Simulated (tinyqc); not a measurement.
Worked calculation: rigid-ion and shell models of the dielectric response of an ionic crystal. Computed by tinyqc, a small Python program that keeps every step. Command: `OMP_NUM_THREADS=1 python tinyqc.py 3010045 3010046 out.jsonl shell walk`. One thread of a shared host (Intel(R) Xeon(R) Processor @ 2.30GHz), about 0.01 s of CPU time with the checks. Intermediate numbers are printed to about 7 digits and carried at full precision; extremes and crossings named in words are read from the listed rows.

Charges +Z and -Z; 6 nearest neighbours, Madelung constant M = 1.747565, volume per ion pair Omega = 2.000000 d^3. Energy per pair U = -M Z^2 e2/d + 6 A exp(-d/rho), e2 = e^2/(4 pi eps_0). In the shell model the anion is a core of charge Y - Z and a massless shell of charge -Y, joined by the spring k; the repulsion acts on the shell. Each ion feels the Lorentz field E + (4 pi/3) P (Gaussian units).

Inputs (values chosen for the exercise, for a model crystal):
```
quantity                       value           unit
nearest-neighbour distance d    2.31       angstrom
ionic charge Z                     1              e
hardness d/rho                    12              -
cation mass                      139              u
anion mass                     32.06              u
shell charge size Y             2.64              e
core-shell spring k             61.5  eV/angstrom^2
cation polarisability alpha_+   0.55     angstrom^3
film thickness t                 1.7             nm
```

Structure: rock salt.

Constants: e^2/(4 pi eps_0) = 14.39964548 eV angstrom; 1 eV/angstrom^3 = 160.2176634 GPa; nu for 1 eV/(angstrom^2 u) = 15.6333042 THz; 1 THz = 33.35640952 1/cm; eps_0 = 8.8541878128e-12 F/m; h x 1 THz = 4.135667696 meV.

## Equilibrium, bulk modulus and repulsive spring

Zero pressure fixes 6 A exp(-d/rho) = M Z^2 e2 rho/d^2. Then U = -(M Z^2 e2/d)(1 - rho/d), B = M Z^2 e2 (d/rho - 2)/(9 Omega d), and the spring of one sublattice against the other is R = (1/3) x (Laplacian of the repulsion summed over neighbours) = M Z^2 e2 (d/rho - 2)/(3 d^3), so R = 3 B Omega/d^2.

volume Omega = 24.65278 angstrom^3

lattice energy U = -9.985840 eV/pair

bulk modulus B = 78.66383 GPa

repulsive spring R = 6.804997 eV/angstrom^2

## Rigid ions

With C = 4 pi Z^2 e2/(3 Omega): mu lambda_TO = R - C, mu lambda_LO = R + 2 C; eps_inf = 1 and eps_s = lambda_LO/lambda_TO. lambda in eV/(angstrom^2 u) gives the wavenumber 15.6333042 x 33.35640952 x sqrt(lambda); mu is the reduced mass.

Coulomb spring C = 2.446665 eV/angstrom^2

omega_TO, rigid ions = 213.2924 1/cm

omega_LO, rigid ions = 349.4435 1/cm

eps_s, rigid ions = 2.684129

## Shell model: electronic response

Eliminating the shell gives the anion polarisability alpha_- = Y^2 e2/(k + R), the Szigeti charge Z_S = Z - Y R/(k + R) and the softened spring R' = k R/(k + R). With b = 4 pi (alpha_+ + alpha_-)/(3 Omega): eps_inf = (1 + 2b)/(1 - b) (Clausius-Mossotti); Born charge Z* = Z_S (eps_inf + 2)/3.

anion polarisability alpha_- = 1.469289 angstrom^3

Szigeti charge Z_S = 0.7369857 e

softened spring R' = 6.127038 eV/angstrom^2

b = 0.3431003

eps_inf = 2.566907

Born charge Z* = 1.121915 e

Overlap pushes the shell back and lowers the effective charge to 74 % of Z; the local field then raises the Born charge to 112 % of Z.

## Shell model: lattice response

mu lambda_TO = R' - (4 pi e2/(3 Omega)) Z_S^2/(1 - b); mu lambda_LO = mu lambda_TO + 4 pi e2 Z*^2/(eps_inf Omega); eps_s = eps_inf lambda_LO/lambda_TO.

mu lambda_TO = 4.104049 eV/angstrom^2

omega_TO = 206.9767 1/cm

omega_LO = 283.5646 1/cm

eps_s = 4.818051

share of R' left after the dipole term = 0.6698259

The dipole field cancels 33 % of the short-range spring.

## As a gate dielectric

Capacitance per area eps_0 eps_s/t; equivalent oxide thickness EOT = t x 3.9/eps_s; the surface optical mode against silicon (eps = 11.7) lies at omega_TO sqrt[(eps_s + 11.7)/(eps_inf + 11.7)], and its squared coupling to channel electrons scales as g = hbar omega_SO [1/(11.7 + eps_inf) - 1/(11.7 + eps_s)], with hbar omega = h c x wavenumber.

capacitance per area = 25.09407 fF/micrometre^2

equivalent oxide thickness = 1.376075 nm

surface optical mode = 222.7080 1/cm

remote-phonon coupling g = 0.2637648 meV

## From rigid to soft shells

The formulas are those given above.

Response against the core-shell spring:
```
k (eV/angstrom^2)   eps_inf        Z_S        Z*  omega_TO (1/cm)  omega_LO (1/cm)     eps_s
49                 2.991849  0.6780720  1.128278         206.9591         274.6491  5.268986
62                 2.554330  0.7388970  1.121727         206.9772         283.8687  4.804706
80                 2.224726  0.7930397  1.116792         206.9909         292.9134  4.455050
110                1.944465  0.8461950  1.112595         207.0025         302.6969  4.157811
160                1.729859  0.8922982  1.109382         207.0114         312.0319  3.930250
250                1.570803  0.9300434  1.107001         207.0180         320.3572  3.761618
490                1.439480  0.9638385  1.105035         207.0235         328.4091  3.622404
1800               1.344068  0.9900569  1.103606         207.0274         335.0941  3.521268
```

From the stiffest to the softest shell eps_inf rises from 1.34 to 2.99 and Z_S falls from 0.99 to 0.68; omega_LO moves by -18 % and omega_TO by 0.0 %. Screening by eps_inf cuts the LO frequency, which rigid ions overstate (rigid ions: 349 per cm); eps_s goes from 3.52 to 5.27.

Checks made by the program: TO spring by direct elimination of the shell from the 2 x 2 energy matrix (relative difference below 1e-10); Szigeti's relation mu lambda_TO (eps_s + 2)/(eps_inf + 2) = R' (relative difference below 1e-10).
